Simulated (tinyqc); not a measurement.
CCD on RHF in the 6-311g basis, for H-, spin multiplicity 1, step by step. The basis has no diffuse functions, so it cannot describe the extra electron: this is an exercise in the method, not the real anion. Computed by tinyqc, a small Python program that keeps every step (integrals from PySCF). Settings: charge = -1, multiplicity = 1, basis = 6-311g, method = RHF, energy threshold = 1e-10, iteration cap = 75, orthogonalisation = symmetric, start = atomic densities, DIIS depth = 6, amplitude equations = CCD, DIIS depth for amplitudes = 0, cap on updates = 79. Command: `OMP_NUM_THREADS=1 python tinyqc.py 28855 28856 out.jsonl` (the two numbers bound the seeds that draw the settings). One thread of a shared host (Intel(R) Xeon(R) Processor @ 2.60GHz), about 0.07 s of CPU time with the checks. The early iterations of the SCF are left out here.

## One-electron integrals

Geometry (angstrom):
```
atom        x        y        z
H     0.00000  0.00000  0.00000
```

Basis 6-311g: exponents (1/bohr^2) and contraction coefficients of normalised primitives:
```
element  l (shell)  exponent  coefficient
H            s (1)  33.86500      0.02549
H            s (1)   5.09479      0.19037
H            s (1)   1.15879      0.85216
H            s (2)   0.32584      1.00000
H            s (3)   0.10274      1.00000
```

Overlap, kinetic and nuclear-attraction integrals over the contracted functions; the nuclear repulsion is the sum of Za Zb / Rab.

nuclear repulsion = 0 hartree

overlap S, lower triangle:
```
         1H 1s    1H 2s    1H 3s
1H 1s  1.00000
1H 2s  0.70638  1.00000
1H 3s  0.37366  0.78896  1.00000
```

kinetic energy T (hartree), lower triangle:
```
         1H 1s    1H 2s    1H 3s
1H 1s  2.30435
1H 2s  0.54912  0.48876
1H 3s  0.10635  0.18488  0.15411
```

nuclear attraction V (hartree), lower triangle:
```
          1H 1s     1H 2s     1H 3s
1H 1s  -2.11110
1H 2s  -1.06073  -0.91090
1H 3s  -0.51499  -0.58281  -0.51150
```

core Hamiltonian H = T + V (hartree), lower triangle:
```
          1H 1s     1H 2s     1H 3s
1H 1s   0.19325
1H 2s  -0.51161  -0.42214
1H 3s  -0.40865  -0.39793  -0.35738
```

## Two-electron integrals

Functions are numbered as in S; the eight-fold symmetry (ij|kl) = (ji|kl) = (kl|ij) leaves the list below.

Two-electron integrals (ij|kl) in chemists' order, unique and non-zero (hartree):
```
(11|11) 1.39303   (21|11) 0.82297   (21|21) 0.50970   (22|11) 0.82290
(22|21) 0.54303   (22|22) 0.64411   (31|11) 0.41126   (31|21) 0.25776
(31|22) 0.27987   (31|31) 0.13079   (32|11) 0.54368   (32|21) 0.36577
(32|22) 0.45267   (32|31) 0.18980   (32|32) 0.32514   (33|11) 0.49402
(33|21) 0.34012   (33|22) 0.44599   (33|31) 0.17804   (33|32) 0.33178
(33|33) 0.36168
```

## Orthogonalisation

S = U s U^T; symmetric (Loewdin) form X = U s^(-1/2) U^T, so that X^T S X = 1.

eigenvalues of S: 0.10921  0.62935  2.26144

X, lower triangle:
```
          1H 1s     1H 2s    1H 3s
1H 1s   1.36602
1H 2s  -0.72847   2.04562
1H 3s   0.17957  -0.90558  1.53984
```

## Iteration 6 (converged): orbitals

converged F (hartree), lower triangle:
```
          1H 1s     1H 2s    1H 3s
1H 1s   1.15399
1H 2s  -0.02148   0.16989
1H 3s  -0.26196  -0.03827  0.06398
```

Diagonalise F' = X^T F X, C = X C', fill 1 alpha and 1 beta electrons from the bottom; D = 2 C_occ C_occ^T. Each column has its largest component positive (the first on a tie).

F' = X^T F X (hartree), lower triangle:
```
          1         2        3
1   2.16985
2  -1.16432   1.23595
3  -0.06811  -0.39242  0.29708
```

orbital energies (hartree): MO1 -0.00371, MO2 0.73902, MO3 2.96757

coefficients C:
```
           MO1       MO2       MO3
1H 1s  0.17498   0.08503  -1.54631
1H 2s  0.17469   1.48805   1.81398
1H 3s  0.76477  -1.43742  -0.75657
```

D after iteration 6, lower triangle:
```
         1H 1s    1H 2s    1H 3s
1H 1s  0.06123
1H 2s  0.06113  0.06103
1H 3s  0.26763  0.26719  1.16975
```

## Convergence

Stop when the energy changes by less than 1e-10 hartree and every element of the error matrix X^T (F D S - S D F) X is below 3e-06.

Course of the cycle:
```
iteration  E (hartree)     change  largest element of the error matrix
1           -0.3029654          -                             4.28e-01
2           -0.4649280  -1.62e-01                             3.81e-02
3           -0.4666577  -1.73e-03                             4.52e-03
4           -0.4666719  -1.41e-05                             1.28e-04
5           -0.4666719  -7.36e-09                             8.36e-08
6           -0.4666719  -5.77e-15                             4.00e-08
```

PySCF RHF in the same basis = -0.4666719 hartree

Converged in 6 iterations.

## Integrals over molecular orbitals

(pq|rs) = sum C_ip C_jq C_kr C_ls (ij|kl), one index at a time.

one-electron integrals over orbitals h = C^T H C (hartree), lower triangle:
```
          1        2        3
1  -0.46296
2  -0.13152  0.00097
3   0.03444  0.14830  1.87463
```

Two-electron integrals over orbitals (pq|rs), unique and non-zero (hartree):
```
(11|11) 0.45925    (21|11) 0.13152    (21|21) 0.10280    (22|11) 0.42042
(22|21) 0.12004    (22|22) 0.39645    (31|11) -0.03444   (31|21) -0.05014
(31|22) -0.05044   (31|31) 0.07796    (32|11) -0.09922   (32|21) -0.08488
(32|22) -0.10131   (32|31) 0.08216    (32|32) 0.10629    (33|11) 0.58545
(33|21) 0.25306    (33|22) 0.55475    (33|31) -0.17587   (33|32) -0.27174
(33|33) 1.02616
```

## CCD: starting amplitudes

t_ij^ab = <ij||ab> / (e_i + e_j - e_a - e_b), whose energy is MP2.

Starting amplitudes (spin orbitals 1a, 1b, ...; amplitudes related by a flip of all spins are not repeated):
```
from      to         t
1a 1b  2a 2b  -0.06920
1a 1b  2a 3b   0.01350
1a 1b  3a 3b  -0.01312
```

correlation energy = -0.0094902 hartree

## CCD: amplitude update 1

t_ij^ab D_ij^ab are set to the remaining terms of the spin-orbital equations, evaluated with the old amplitudes; for the doubles these are <ij||ab> + 1/2 <ab||ef> t_ij^ef + 1/2 <mn||ij> t_mn^ab + P(ij)P(ab) <mb||ej> t_im^ae + terms in t^2, D the orbital-energy denominators.

Amplitudes after update 1 (spin orbitals 1a, 1b, ...; amplitudes related by a flip of all spins are not repeated):
```
from      to         t
1a 1b  2a 2b  -0.09758
1a 1b  2a 3b   0.01649
1a 1b  3a 3b  -0.01285
```

correlation energy = -0.0126854 hartree

## CCD: amplitude update 2

As before.

Amplitudes after update 2 (spin orbitals 1a, 1b, ...; amplitudes related by a flip of all spins are not repeated):
```
from      to         t
1a 1b  2a 2b  -0.10925
1a 1b  2a 3b   0.01741
1a 1b  3a 3b  -0.01218
```

correlation energy = -0.0139247 hartree

## CCD: amplitude update 3

As before.

Amplitudes after update 3 (spin orbitals 1a, 1b, ...; amplitudes related by a flip of all spins are not repeated):
```
from      to         t
1a 1b  2a 2b  -0.11403
1a 1b  2a 3b   0.01774
1a 1b  3a 3b  -0.01185
```

correlation energy = -0.0144253 hartree

## CCD: convergence

E_corr = 1/4 sum <ij||ab> t_ij^ab; stop when the norm of the change is below 1e-8.

Course of the amplitude iterations:
```
update  correlation energy (hartree)  norm of the change
0                         -0.0094902                   -
1                         -0.0126854            5.74e-02
2                         -0.0139247            2.35e-02
3                         -0.0144253            9.65e-03
4                         -0.0146294            3.95e-03
5                         -0.0147127            1.62e-03
6                         -0.0147468            6.61e-04
7                         -0.0147608            2.70e-04
8                         -0.0147664            1.10e-04
9                         -0.0147688            4.51e-05
10                        -0.0147697            1.84e-05
11                        -0.0147701            7.54e-06
12                        -0.0147703            3.08e-06
13                        -0.0147703            1.26e-06
14                        -0.0147704            5.15e-07
15                        -0.0147704            2.10e-07
16                        -0.0147704            8.60e-08
17                        -0.0147704            3.52e-08
18                        -0.0147704            1.44e-08
19                        -0.0147704            5.87e-09
```

Converged amplitudes (spin orbitals 1a, 1b, ...; amplitudes related by a flip of all spins are not repeated):
```
from      to         t
1a 1b  2a 2b  -0.11735
1a 1b  2a 3b   0.01796
1a 1b  3a 3b  -0.01161
```

CCD total energy = -0.4814423 hartree

Converged in 19 updates.
